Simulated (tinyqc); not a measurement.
# Inputs raised by 2 %, one at a time

Model: Debye-Callaway model of lattice thermal conductivity. Computed by tinyqc, a small Python program. Command: `OMP_NUM_THREADS=1 python tinyqc.py 3029648 3029649 out.jsonl callaway sens`. One thread of a shared host (Intel(R) Xeon(R) Processor @ 2.30GHz), about 0.04 s of CPU time with the checks.

Three acoustic branches with one velocity v, cut at omega_D = k_B Theta/hbar; x = hbar omega/(k_B T). v and Theta are separate inputs: Theta cuts off the heat-carrying modes, so C need not reach 3 k_B/V. gamma is an effective value that sets the umklapp rate. Heat flows along the film.

Inputs (values chosen for the exercise, for a model crystal):

| quantity | value | unit |
|---|---|---|
| sound velocity v | 4230 | m/s |
| Debye temperature Theta | 404 | K |
| volume per atom V | 20.9 | angstrom^3 |
| mean atomic mass M | 131 | u |
| effective Grueneisen parameter gamma | 0.824 | - |
| umklapp exponent divisor b | 2.5 | - |
| mass variance Gamma | 0.00055 | - |
| film thickness t | 0.83 | micrometre |
| specularity p | 0.2 | - |
| normal-process factor f_N | 4.6 | - |
| temperature T | 20 | K |
| probe frequency omega/omega_D | 0.53 | - |

Sample: film. Point defects: isotopes. Normal processes: included.

Constants: k_B = 1.380649e-23 J/K; hbar = 1.054571817e-34 J s; u = 1.6605390666e-27 kg.

Method:
- Gamma is given directly by the isotope mixture. A = V Gamma/(4 pi v^3).
- Rates: point defects A omega^4; umklapp B omega^2 T exp(-Theta/(b T)) with B = hbar gamma^2/(M v^2 Theta); normal processes f_N B omega^2 T (T/Theta)^2. Film: the bulk time tau of each mode, from the resistive rates above, is multiplied by the Fuchs-Sondheimer factor F = (3/2) int_0^1 (1 - u^2) [1 - (1 - p) (u/d) (1 - E)/(1 - p E)] du, with E = exp(-d/u), d = t/(v tau), by 48 Gauss-Legendre points in z with u = z^4; the boundary rate is defined as 1/(F tau) - 1/tau.
- The resistive time is tau_R = 1/(boundary + point-defect + umklapp rates), and the free path is v tau_R.
- kappa_1 = c int tau_C g dx, g = x^4 e^x/(e^x - 1)^2, c = (k_B/(2 pi^2 v)) (k_B T/hbar)^3, over 0 < x < min(Theta/T, 40), by 96 Gauss-Legendre points in s with x = x_max s^2; 1/tau_C = 1/tau_R + 1/tau_N; kappa_2 = c [int (tau_C/tau_N) g dx]^2 / int (tau_C/(tau_N tau_R)) g dx; kappa = kappa_1 + kappa_2.
- Heat capacity C = 3 c int g dx / v^2; grey free path 3 kappa/(C v); the median free path v tau_C halves kappa_1 when the quadrature points are ordered by free path (each counted at half its weight, interpolated in the logarithm); likewise at 10 % and 90 %.

Runs:

| input moved | from | to | kappa (W/(m K)) | grey free path (nm) | median free path (nm) | free path (nm) |
|---|---|---|---|---|---|---|
| base run | - | - | 57.493 | 3154.1 | 3910.9 | 457.97 |
| sound velocity v (m/s) | 4230 | 4314.6 | 56.415 | 3219.9 | 3966.4 | 487.62 |
| Debye temperature Theta (K) | 404 | 412.08 | 57.495 | 3154.1 | 3910.7 | 429.71 |
| volume per atom V (angstrom^3) | 20.9 | 21.318 | 57.195 | 3137.7 | 3897.1 | 450.78 |
| mean atomic mass M (u) | 131 | 133.62 | 57.494 | 3154.1 | 3910.9 | 457.97 |
| effective Grueneisen parameter gamma | 0.824 | 0.84048 | 57.492 | 3154.0 | 3910.8 | 457.97 |
| mass variance Gamma | 0.00055 | 0.000561 | 57.195 | 3137.7 | 3897.1 | 450.78 |
| film thickness t (micrometre) | 0.83 | 0.8466 | 58.338 | 3200.4 | 3975.0 | 459.79 |

Exponents ln(y'/y) / ln(x'/x):

| input | kappa | grey free path | median free path | free path |
|---|---|---|---|---|
| sound velocity v | -0.956 | 1.044 | 0.712 | 3.168 |
| Debye temperature Theta | 0.002 | 0.001 | -0.003 | -3.217 |
| volume per atom V | -0.263 | -0.263 | -0.178 | -0.800 |
| mean atomic mass M | 0.000 | 0.000 | 0.001 | 0.000 |
| effective Grueneisen parameter gamma | -0.001 | -0.001 | -0.001 | 0.000 |
| mass variance Gamma | -0.263 | -0.263 | -0.178 | -0.800 |
| film thickness t | 0.737 | 0.737 | 0.821 | 0.200 |

To which inputs is each result most sensitive?

Among the inputs moved here: kappa answers most in size to sound velocity v (exponent -0.956), next to film thickness t (+0.737); its exponent is below 0.0005 for mean atomic mass M. grey free path answers most in size to sound velocity v (exponent +1.044), next to film thickness t (+0.737); its exponent is below 0.0005 for mean atomic mass M. median free path answers most in size to film thickness t (exponent +0.821), next to sound velocity v (+0.712). Free path answers most in size to Debye temperature Theta (exponent -3.217), and about equally to sound velocity v (+3.168); its exponent is below 0.0005 for mean atomic mass M, effective Grueneisen parameter gamma.
